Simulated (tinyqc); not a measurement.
A clean chain and dephasing by Buettiker voltage probes: one step of the calculation.

Sites 1 to 5 form a chain with hopping -t. Lead L joins site 1 and lead R site 5, both semi-infinite chains with hopping -t and site energy 0. Every site carries a probe with self-energy -i Gamma_p/2 that draws no net current. Linear response at zero temperature: mu_L = 1, mu_R = 0 in units of the bias.

Problem. Current at both leads. In units of (2 q^2/h) times the bias, T_RL + sum_p T_pL (1 - mu_p) leaves L and T_RL + sum_p T_pR mu_p enters R.

T_RL = 0.13207386

```
probe        T_pL        T_pR        mu_p
1      0.33301345  0.05442944  0.72955601
2      0.22331452  0.10668406  0.59226265
3      0.14026436  0.14026436  0.50000000
4      0.10668406  0.22331452  0.40773735
5      0.05442944  0.33301345  0.27044399
```

Find: current leaving L; current entering R.

Solution.

current leaving L = 0.48622
current entering R = 0.48622

The two are equal: the probes conserve the current.

Numbers from tinyqc (`OMP_NUM_THREADS=1 python tinyqc.py 2700032 2700033 out.jsonl`; about 0.01 s on one thread of a shared Intel Xeon 2.30GHz).
